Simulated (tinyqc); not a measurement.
# Drifting, spreading and decaying minority pulse (Haynes-Shockley), backward Euler time steps, step by step

tinyqc, about 0.01 s, one thread, Intel Xeon 2.30GHz (shared host): `OMP_NUM_THREADS=1 python tinyqc.py 2310023 2310024 out.jsonl` Printed values are rounded.

Low injection in a uniform field: dn/dt = D d2n/dx2 - v dn/dx - n/tau with D = mu Vt and v = mu F towards +x. Exact solution on an infinite bar for a Gaussian start at x0: n = N0 exp(-t/tau) exp(-(x - x0 - v t)^2/(2 s^2))/sqrt(2 pi s^2), s^2 = s0^2 + 2 D t.

Inputs (values chosen for the exercise); mobility close to that of silicon at room temperature:
```
symbol,value,unit,meaning
T,300,K,temperature
mu,469,cm^2/(V s),minority-carrier mobility
F,59,V/cm,sweep field along the drift
hx,12,um,mesh step
tau,2e-6,s,lifetime
N0,4e11,cm^-2,injected sheet density
dt,4.7e-8,s,time step
s0,14,um,initial width (standard deviation)
```

Constants: q = 1.602176634e-19 C, kB = 1.380649e-23 J/K, Vt = kB T/q. Results are converted to the units shown.

## Coefficients of the scheme

Exponentially fitted fluxes: d = F hx/Vt, B(d) = d/(exp(d) - 1), k = D dt/hx^2; (L n)_i = a n_(i-1) + b n_i + c n_(i+1) with a = k B(-d), c = k B(d), b = -a - c - dt/tau. Explicit steps keep n positive for dt up to 1/[(D/hx^2)(B(d) + B(-d)) + 1/tau].

D = 12.1246 cm^2/s
v = 27671.0 cm/s
d = 2.73867
a = 1.15870
b = -1.25712
c = 0.0749174
positivity limit of dt = 3.73872e-8 s

dt is 1.3 times the explicit limit. On this mesh the fitted flux acts like a diffusion coefficient (d/2) coth(d/2) D = 1.56 D for a travelling pulse, before the error of the time steps.

## Initial pulse

Nodes x_i = i hx, i = 1 to 12, n = 0 at nodes 0 and 13; the Gaussian at t = 0 with x0 = 4 hx.

| node | n at t = 0 (1e14 cm^-3) |
|---|---|
| 1 | 0.04178 |
| 2 | 0.26224 |
| 3 | 0.78941 |
| 4 | 1.13984 |
| 5 | 0.78941 |
| 6 | 0.26224 |
| 7 | 0.04178 |
| 8 | 0.00319 |
| 9 | 0.00012 |
| 10 | 0.00000 |
| 11 | 0.00000 |
| 12 | 0.00000 |

## Step 1: densities after a time step

(L n)_i = a n_(i-1) + b n_i + c n_(i+1), n = 0 beyond the ends. Backward Euler step: solve n(new) - L n(new) = n.

| node | n at t = 1 dt (1e13 cm^-3) |
|---|---|
| 1 | 0.23259 |
| 2 | 1.43006 |
| 3 | 4.48393 |
| 4 | 7.60311 |
| 5 | 7.57127 |
| 6 | 5.14403 |
| 7 | 2.87618 |
| 8 | 1.51697 |
| 9 | 0.79301 |
| 10 | 0.41428 |
| 11 | 0.21636 |
| 12 | 0.11107 |

## Step 2: densities after a time step

As before.

| node | n at t = 2 dt (1e13 cm^-3) |
|---|---|
| 1 | 0.12909 |
| 2 | 0.78452 |
| 3 | 2.55125 |
| 4 | 4.87875 |
| 5 | 6.04215 |
| 6 | 5.52033 |
| 7 | 4.20416 |
| 8 | 2.89254 |
| 9 | 1.87506 |
| 10 | 1.16968 |
| 11 | 0.71005 |
| 12 | 0.41371 |

## Step 3: densities after a time step

As before.

| node | n at t = 3 dt (1e13 cm^-3) |
|---|---|
| 1 | 0.07155 |
| 2 | 0.43256 |
| 3 | 1.45374 |
| 4 | 3.05402 |
| 5 | 4.40591 |
| 6 | 4.85615 |
| 7 | 4.47744 |
| 8 | 3.67237 |
| 9 | 2.78206 |
| 10 | 1.99176 |
| 11 | 1.36642 |
| 12 | 0.88475 |

## Course in time

The same steps, now on nodes 1 to 60 (n = 0 at nodes 0 and 61), for 24 steps; centre = sum x n/sum n. Deviations are from the exact pulse, as a share of its largest value on the nodes; a run counts as stable if they stay under 100 %.

Course of the iteration:

| step | hx sum n (cm^-2) | centre (um) | most negative n (cm^-3), 0 if none | largest deviation (% of the peak) |
|---|---|---|---|---|
| 1 | 3.90223e11 | 60.7801 | 0 | 24.2 |
| 2 | 3.81150e11 | 73.5049 | 0 | 32.2 |
| 3 | 3.72336e11 | 86.2241 | 0 | 35.8 |
| 4 | 3.63752e11 | 98.9391 | 0 | 37.9 |
| 5 | 3.55381e11 | 111.651 | 0 | 39.3 |
| 6 | 3.47210e11 | 124.361 | 0 | 40.2 |
| 7 | 3.39232e11 | 137.070 | 0 | 40.3 |
| 8 | 3.31440e11 | 149.779 | 0 | 40.4 |
| 9 | 3.23828e11 | 162.486 | 0 | 40.4 |
| ... | ... | ... | ... | ... |
| 16 | 2.75230e11 | 251.434 | 0 | 41.6 |
| 17 | 2.68910e11 | 264.140 | 0 | 41.8 |
| 18 | 2.62734e11 | 276.844 | 0 | 42.0 |
| 19 | 2.56699e11 | 289.547 | 0 | 41.9 |
| 20 | 2.50801e11 | 302.246 | 0 | 41.8 |
| 21 | 2.45035e11 | 314.939 | 0 | 41.7 |
| 22 | 2.39396e11 | 327.624 | 0 | 41.6 |
| 23 | 2.33879e11 | 340.295 | 0 | 41.4 |
| 24 | 2.28476e11 | 352.944 | 0 | 41.5 |

The run is stable. After 24 steps the deviation is 41 % of the peak. From step 1 to the last the centre has moved at 0.977 v and the content is 0.40 % above N0 exp(-t/tau). On an endless mesh these steps would give a speed of 0.977 v and a content of 1.01 times the exact one, from dt/tau = 0.0235 alone; the rest comes from the absorbing ends.
